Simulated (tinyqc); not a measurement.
From results back to parameters: linear model of a band gap against the share of exact exchange. Three cases, with inputs chosen for the exercise.

Problem. Gap and optical dielectric constant were computed at two shares alpha. They follow E = E0 + S alpha and eps = 1 + (e0 - 1)(EP/(EP + S alpha))^2.

Find: S; E0; EP; e0.

Method. The two gaps give S and E0. With q = sqrt((eps1 - 1)/(eps2 - 1)) = (EP + S alpha2)/(EP + S alpha1), EP = S (alpha2 - q alpha1)/(q - 1); e0 follows from either eps.

Case 1.

Values chosen (out of a larger set: of the order of those of TiO2; not measured data): al12 = (0.3, 0.4) (two shares of exact exchange).

gaps (eV): 4.38900  5.22200

eps: 6.100975  5.619730

Solution.

S = 8.33 eV
E0 = 1.89 eV
EP = 13.9 eV
e0 = 8.10

Case 2.

Values chosen (out of a larger set: of the order of those of MgO; not measured data): al12 = (0.1, 0.2) (two shares of exact exchange).

gaps (eV): 5.55900  6.50800

eps: 3.129027  2.976433

Solution.

S = 9.49 eV
E0 = 4.61 eV
EP = 24.1 eV
e0 = 3.30

Case 3.

Values chosen (out of a larger set: of the order of those of SiC; not measured data): al12 = (0.25, 0.35) (two shares of exact exchange).

gaps (eV): 3.74750  4.37450

eps: 6.187222  5.870116

Solution.

S = 6.27 eV
E0 = 2.18 eV
EP = 18.0 eV
e0 = 7.13

Computed by tinyqc, one run a case: `OMP_NUM_THREADS=1 python tinyqc.py N N+1 out.jsonl` with N = 1850672, 1850698, 1850752; one thread of a shared Intel(R) Xeon(R) Processor @ 2.30GHz, about 0.01 s a run at most.
